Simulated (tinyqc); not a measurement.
# Ferroelectric switching, Landau-Khalatnikov equation: two studies

One domain: rho dP/dt = E - (2 al P + 4 be P^3), with al = -3 sqrt(3) Ec/(4 Pr), be = 3 sqrt(3) Ec/(8 Pr^3), so that the static loop has remanence Pr and coercive field Ec. With P in uC/cm^2, E in kV/cm, rho in ohm m and t in ns, dP/dt = [E - 2 al P - 4 be P^3]/(100 rho).

Values chosen for this exercise; remanent polarisation and coercive field close to those of strontium bismuth tantalate films: remanent polarisation Pr = 7.4 uC/cm^2; static coercive field Ec = 54 kV/cm; viscosity of the polarisation rho = 0.54 ohm m; field amplitude Em = 110 kV/cm.

Each table varies one quantity; the others keep the values above.

## Switching time against field

In the constant field E = Em the time to go from -Pr to 0 is the integral of dP/(dP/dt); tau = 100 rho/(-4 al). Near Ec the bottleneck estimate is pi 100 rho/sqrt(c (Em - Ec)) with c = 12 be Pr/sqrt(3); for large fields the time tends to 100 rho Pr/Em.

Switching time against field:
```
Em (kV/cm)  Em/Ec  time (ns)  time/tau  bottleneck estimate (ns)  large-field limit (ns)
55.2        1.022      67.50     47.40                     73.52                   7.239
56.7        1.050      42.97     30.17                     49.01                   7.048
60          1.111      26.84     18.84                     32.88                   6.660
67.3        1.246      16.15     11.34                     22.08                   5.938
83.5        1.546      9.199     6.460                     14.83                   4.786
119         2.204      4.936     3.466                     9.989                   3.358
198         3.667      2.477     1.739                     6.711                   2.018
373         6.907      1.185    0.8323                     4.509                   1.071
759         14.06     0.5523    0.3878                     3.033                  0.5265
```

The switching time falls from 67.5 to 0.552 ns. Against Em - Ec it goes with exponent -0.56 between the first two rows (-1/2 at a saddle-node bottleneck) and -0.96 between the last two. The bottleneck estimate is 8.9 % above the time in the first row, the large-field limit 4.7 % below it in the last.

## Coercive field against sweep rate

The field rises as E = 4 Em t/Tp (the first quarter of a triangular wave of period Tp) from P = -Pr; the dynamic coercive field Ed is E when P crosses zero.

Results:
```
Tp (ns)  dE/dt (kV/(cm ns))  Ed (kV/cm)  Ed/Ec - 1
94                    4.681       99.95     0.8509
230                   1.913       80.87     0.4975
550                  0.8000       69.73     0.2914
1300                 0.3385       63.18     0.1700
3200                 0.1375       59.17    0.09567
18000               0.02444       55.68    0.03113
44000               0.01000       54.93    0.01729
```

Estimate the missing row, Tp = 7600 ns.

Computed row:
```
Tp (ns)  dE/dt (kV/(cm ns))  Ed (kV/cm)  Ed/Ec - 1
7600                0.05789       56.95    0.05468
```

With this row back in the table: As the period grows, Ed falls from 100 to 54.9 kV/cm, towards the static Ec = 54 kV/cm. The excess Ed/Ec - 1 goes as Tp^(-0.60) between the first two rows and as Tp^(-0.66) between the last two; slow passage through a saddle-node point gives -2/3.

Computed by the program tinyqc: `OMP_NUM_THREADS=1 python tinyqc.py 2860055 2860056 out.jsonl`, one thread of a shared Intel Xeon 2.30GHz, about 0.07 s for the whole run.
